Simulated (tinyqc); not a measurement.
Ellipsometry and reflectance of a transparent film on an absorbing substrate: one step of the calculation.

Air (index 1), film, substrate with N2 = n2 - i k2; time factor exp(+i w t). q_j = sqrt(N_j^2 - sin^2 th), root with positive real part. Fresnel coefficients r_s = (q_a - q_b)/(q_a + q_b), r_p = (N_b^2 q_a - N_a^2 q_b)/(N_b^2 q_a + N_a^2 q_b). tan(Psi) exp(i Delta) = R_p/R_s, Delta taken from 0 to 360 degrees.

Task. Psi, Delta and reflectances. beta = 2 pi d q1/lam, X = exp(-2 i beta), R = (r01 + r12 X)/(1 + r01 r12 X) for p and s.

Inputs (values chosen for the exercise):
```
symbol  value  unit         meaning
lam     546.1    nm      wavelength
d          25    nm  film thickness
```

q1 = 1.8217660
r01,p = -0.24683520
r01,s = -0.75120551
r12,p = 0.28618144-0.00327658i
r12,s = -0.37095190+0.00346503i

Wanted: beta; X; R_p; R_s; Psi; Delta; |R_p|^2; |R_s|^2.

Result.

beta = 0.5240 rad
X = 0.4993-0.8664i
R_p = -0.1266-0.2505i
R_s = -0.8433+0.1042i
Psi = 18.28 degrees
Delta = 70.23 degrees
|R_p|^2 = 0.07875
|R_s|^2 = 0.7220

The bare substrate gives Psi = 2.771 and Delta = 175.25 degrees.

Computed by the program tinyqc: `OMP_NUM_THREADS=1 python tinyqc.py 2870164 2870165 out.jsonl`, one thread of a shared Intel Xeon 2.30GHz, about 0.2 s for the whole run.
